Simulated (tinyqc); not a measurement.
Crystal pulling from the melt: segregation, interface stability, heat balance and point-defect regime: one step, computed by the program tinyqc.

A dilute solute; steady pulling with a flat interface unless it is found unstable.

Problem. Constitutional supercooling. Liquidus slope per concentration (van 't Hoff): |m| = k_B T_m^2 (1 - k0)/L. Solute gradient at the interface: G_C = (V/D) C_s (1 - k0)/k0. Constitutional supercooling sets in when |m| G_C > G_L. Critical C_s from the equality.

Inputs (values chosen for the exercise, modelled on phosphorus in silicon):
```
quantity,value,unit
equilibrium coefficient k0,0.35,-
diffusivity in the melt D,0.00016,cm^2/s
pull rate V,1.4,mm/min
gradient in the melt G_L,15,K/cm
latent heat per volume L,4080,J/cm^3
melting point T_m,1685,K
```

C_s = 1.110794e+16 1/cm^3

Constants: k_B = 1.380649e-23 J/K.

Give: |m|; |m| G_C; critical C_s; ratio |m| G_C/G_L.

Solution.

|m| = 6.245e-21 K cm^3

|m| G_C = 0.001879 K/cm

critical C_s = 8.869e+19 1/cm^3

ratio |m| G_C/G_L = 1.253e-04

The interface is stable by this test, with a margin of 8000.
